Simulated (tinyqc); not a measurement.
Image-sensor pixel with a pinned photodiode, signal and noise: two steps of the calculation.

A buried n layer between a heavily doped p+ surface layer and a p layer is emptied into a floating diffusion, read through a source follower with correlated double sampling (reset noise cancelled). One-dimensional abrupt junctions; no blooming, lag or crosstalk.

Inputs (values chosen for the exercise); material values close to those of silicon:
```
symbol    value            unit                                     meaning
T           333               K                                 temperature
Eg         1.11              eV                                    band gap
Nc      3.25e19           cm^-3      conduction-band density of states at T
Nv      3.04e19           cm^-3         valence-band density of states at T
A           2.1            um^2                             photodiode area
Cf          1.2              fF              floating-diffusion capacitance
dV          0.6               V      usable swing of the floating diffusion
As         0.81                                        source-follower gain
vn          240              uV                    read noise at the output
al         1.07            1/um  absorption coefficient (light near 500 nm)
Rf         0.06                             optical loss before the silicon
x1         0.08              um                                  dead layer
x2          2.5              um                         depth of collection
tg       0.0025               s                         generation lifetime
Wd          1.6              um                              depleted depth
Jd        1.9e6  x 1e-20 cm^4/s                diffusion dark flux per ni^2
```

Constants: q = 1.602176634e-19 C, kB = 1.380649e-23 J/K, Vt = kB T/q. Results are converted to the units shown.

Problem 1. Full well, conversion gain and read noise. Floating-diffusion limit Cf dV/q; full well FW is the smaller of the two; conversion gain CG = q As/Cf; read noise in electrons vn/CG. Reset noise sqrt(kB T Cf)/q is listed for comparison.

diode capacity = 12852.169 electrons

Wanted: floating-diffusion limit; FW; CG; read noise; reset noise.

Solution 1.

floating-diffusion limit = 4493.9 electrons
FW = 4493.9 electrons
CG = 108.15 uV/electron
read noise = 2.2192 electrons
reset noise = 14.660 electrons

The floating diffusion limits the full well.

Problem 2. Quantum efficiency and dark current. QE = (1 - Rf)[exp(-al x1) - exp(-al x2)]. ni = sqrt(Nc Nv) exp(-Eg/(2 Vt)), Eg in volts; dark rates ni Wd A/tg (generation) and Jd ni^2 A (diffusion).

Wanted: QE; ni; generation rate; diffusion rate.

Solution 2.

QE = 0.7981
ni = 1.252e11 cm^-3
generation rate = 168.3 electrons/s
diffusion rate = 6.258 electrons/s

Of the light that enters, 8.2 % is lost in the dead layer and 6.9 % passes the collecting depth.

tinyqc, about 0.01 s, one thread, Intel Xeon 2.30GHz (shared host): `OMP_NUM_THREADS=1 python tinyqc.py 2630110 2630111 out.jsonl`
